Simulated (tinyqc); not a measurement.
## Via and link resistance from two via chains

Inverse problem. A chain of 2000 vias joined by 2000 metal links has R = 2000 (Rv + Rlink), with Rlink proportional to the link length. Find Rv, Rlink for length L, and the value of Rv that the short chain would give if the links were ignored.

resistance of chains of 2000 links with link lengths L and 3 L (ohm): 39800  95800

Answer. R per link is a straight line in the link length; its intercept at zero length is Rv.

Rv = 5.900 ohm
Rlink = 14.00 ohm
Rv without correction = 19.90 ohm

Program tinyqc, `OMP_NUM_THREADS=1 python tinyqc.py 2750102 2750103 out.jsonl`; Intel Xeon 2.30GHz, shared host, one thread, about 0.01 s.
